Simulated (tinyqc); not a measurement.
# MOS inversion layer, Poisson-Schroedinger loop: what changes with what

Electrons confined at an insulator interface at z = 0, treated as a hard wall; parabolic valleys, Hartree approximation, no image or exchange terms. The depletion charge lies far deeper than the electrons and gives a uniform field q Nd/(eps0 eps_r); the gate balances all charge. Energies are counted from the band edge at the interface.

Inputs (values chosen for the exercise); masses and permittivity close to those of silicon (110): temperature T = 77 K; relative permittivity eps_r = 11.9; mass along z of valley set A (4 valley(s)) mz1 = 0.315 m0; in-plane density-of-states mass of set A md1 = 0.33 m0; mass along z of valley set B (2 valley(s)) mz2 = 0.193 m0; in-plane density-of-states mass of set B md2 = 0.414 m0; sheet density of electrons Ns = 1.5e13 cm^-2; sheet density of depletion charge Nd = 2.8e12 cm^-2; extra shift of set B (strain) dE = 0 eV.

Constants: q = 1.602176634e-19 C, kB = 1.380649e-23 J/K, hbar = 1.054571817e-34 J s, m0 = 9.1093837015e-31 kg, Vt = kB T/q, eps0 = 8.8541878128e-14 F/cm where lengths are in cm, hbar^2/(2 m0) = 0.0380998212 eV nm^2. Results are converted to the units shown.

Each table varies one quantity; the others keep the values above.

## Effect of the extra shift of set B (strain)

Schroedinger equation -(C/mz) psi'' + (V0 + U + dE for set B) psi = E psi, C = hbar^2/(2 m0), psi(0) = 0, on a uniform mesh of 800 nodes with a far wall at 16 nm, 8 levels a set; V0 = q Nd z/(eps0 eps_r); dU/dz = q (Ns - integral of n from 0 to z)/(eps0 eps_r), U(0) = 0; N_k = g md m0 q Vt/(pi hbar^2) ln(1 + exp((EF - E_k)/Vt)), g the number of valleys of the set, sum N_k = Ns. Triangular well: E_k = a_k (C F^2/mz)^(1/3), a_1 = 2.338107, a_2 = 4.087949, C = hbar^2/(2 m0), F in eV/nm. Fang-Howard (all electrons in the lowest level of set A): b^3 = 6 (mz1/C) q (Nd + 11 Ns/32)/(eps0 eps_r), centroid 3/b, level C b^2/(4 mz1) + (3/b) q (Nd + 11 Ns/16)/(eps0 eps_r). The centroid adds 3.9 z_av/eps_r to an oxide-equivalent thickness.

The same in every row: Fang-Howard centroid (nm) = 1.65.

Effect of the extra shift of set B (strain):

| dE (eV) | A1 (meV) | B1 (meV) | EF (meV) | share of A1 (%) | share of set A (%) | centroid z_av (nm) | added oxide equivalent (nm) |
|---|---|---|---|---|---|---|---|
| -0.05 | 428 | 429 | 444 | 62.5 | 62.5 | 1.66 | 0.544 |
| -0.02 | 422 | 450 | 447 | 92.5 | 92.5 | 1.57 | 0.515 |
| 0.01 | 421 | 478 | 448 | 99.8 | 99.8 | 1.55 | 0.508 |
| 0.04 | 421 | 508 | 448 | 100 | 100 | 1.55 | 0.508 |
| 0.07 | 421 | 538 | 448 | 100 | 100 | 1.55 | 0.508 |
| 0.1 | 421 | 568 | 448 | 100 | 100 | 1.55 | 0.508 |
| 0.13 | 421 | 598 | 448 | 100 | 100 | 1.55 | 0.508 |
| 0.16 | 421 | 628 | 448 | 100 | 100 | 1.55 | 0.508 |

What does the table show?

As dE goes from -0.05 to 0.16, A1 falls from 428 to 421 meV, the share of A1 rises from 62.5 to 100 % and the centroid falls from 1.66 to 1.55 nm. The Fang-Howard centroid is 0.51 % below the full one in the first row, where A1 holds 62.5 %, and 6.5 % above it in the last, where A1 holds 100 %.

## Effect of the sheet density of electrons

Schroedinger equation -(C/mz) psi'' + (V0 + U + dE for set B) psi = E psi, C = hbar^2/(2 m0), psi(0) = 0, on a uniform mesh of 800 nodes with a far wall at 20 nm, 8 levels a set; V0 = q Nd z/(eps0 eps_r); dU/dz = q (Ns - integral of n from 0 to z)/(eps0 eps_r), U(0) = 0; N_k = g md m0 q Vt/(pi hbar^2) ln(1 + exp((EF - E_k)/Vt)), g the number of valleys of the set, sum N_k = Ns.

Result of one run:

| Ns (cm^-2) | A1 (meV) | B1 (meV) | EF (meV) | share of A1 (%) | share of set A (%) | centroid z_av (nm) | added oxide equivalent (nm) | Fang-Howard centroid (nm) |
|---|---|---|---|---|---|---|---|---|
| 4.4e12 | 239 | 271 | 244 | 99.1 | 99.1 | 1.90 | 0.623 | 2.02 |

What becomes of these results when the sheet density of electrons Ns is changed from 4.4e12 to 2.1e12 cm^-2, all else the same?

Result of the changed run:

| Ns (cm^-2) | A1 (meV) | B1 (meV) | EF (meV) | share of A1 (%) | share of set A (%) | centroid z_av (nm) | added oxide equivalent (nm) | Fang-Howard centroid (nm) |
|---|---|---|---|---|---|---|---|---|
| 2.1e12 | 190 | 219 | 189 | 98.9 | 98.9 | 2.04 | 0.668 | 2.17 |

The whole series:

| Ns (cm^-2) | A1 (meV) | B1 (meV) | EF (meV) | share of A1 (%) | share of set A (%) | centroid z_av (nm) | added oxide equivalent (nm) | Fang-Howard centroid (nm) |
|---|---|---|---|---|---|---|---|---|
| 1e11 | 143 | 169 | 120 | 98.6 | 98.6 | 2.20 | 0.722 | 2.33 |
| 2.1e11 | 146 | 172 | 127 | 98.6 | 98.6 | 2.19 | 0.719 | 2.32 |
| 4.5e11 | 152 | 178 | 139 | 98.7 | 98.7 | 2.17 | 0.711 | 2.30 |
| 9.7e11 | 165 | 191 | 157 | 98.8 | 98.8 | 2.12 | 0.696 | 2.25 |
| 2.1e12 | 190 | 219 | 189 | 98.9 | 98.9 | 2.04 | 0.668 | 2.17 |
| 4.4e12 | 239 | 271 | 244 | 99.1 | 99.1 | 1.90 | 0.623 | 2.02 |
| 9.4e12 | 331 | 371 | 347 | 99.3 | 99.3 | 1.70 | 0.557 | 1.81 |
| 2e13 | 494 | 548 | 530 | 99.2 | 99.2 | 1.46 | 0.477 | 1.55 |

As Ns goes from 1e11 to 2e13, A1 rises from 143 to 494 meV, the share of A1 goes from 98.6 through a maximum of 99.3 (at Ns = 9.4e12 among the rows listed) to 99.2 % and the centroid falls from 2.20 to 1.46 nm. A1 goes as Ns^(0.53) between the last two rows (a triangular well in the field of that charge alone gives 2/3). EF lies more than 2 meV above A1 for Ns = 4.4e12, 9.4e12, 2e13. The Fang-Howard centroid is 5.7 % above the full one in the first row, where A1 holds 98.6 %, and 6.2 % above it in the last, where A1 holds 99.2 %.

Computed by the program tinyqc: `OMP_NUM_THREADS=1 python tinyqc.py 2160113 2160114 out.jsonl`, one thread of a shared Intel Xeon 2.30GHz, about 0.9 s for the whole run.
